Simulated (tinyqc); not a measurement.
X-ray reflectivity of a thin film on silicon: critical angles, Parratt recursion, fringes and roughness: one step, computed by the program tinyqc.

n = 1 - delta + i beta; the classical electron radius is r_e = 2.8179403e-6 nm. Layer 0 is vacuum, 1 the film, 2 the substrate.

Question. Fringe period, contrast and decay. Far above the critical angle the period is d theta = lambda/(2 d), or 2 pi/d in q; the envelope runs between (|r_01| - |r_12 p|)^2 and (|r_01| + |r_12 p|)^2; contrast = 2 a b/(a^2 + b^2) with a = |r_01|, b = |r_12 p|; roughness factors on the amplitudes are about exp(-q^2 sigma^2/2).

Inputs (values chosen for the exercise, modelled on ruthenium on silicon, copper K-alpha radiation):
```
quantity,value,unit
wavelength lambda,0.15406,nm
film thickness d,17,nm
roughness of the surface sigma_1,1,nm
roughness of the interface sigma_2,0.42,nm
```

1000 r_01 = 1.234974-0.115766i

1000 r_12 = -9.554858+0.987513i

p = -0.0233488+0.8759218i

q = 4 pi sin(theta)/lambda = 2.405587 1/nm

Give: period in theta; period in q; contrast; roughness factor, surface; roughness factor, interface.

Answer.

period in theta = 0.25962 degrees

period in q = 0.36960 1/nm

contrast = 0.28847

roughness factor, surface = 0.055386

roughness factor, interface = 0.60026
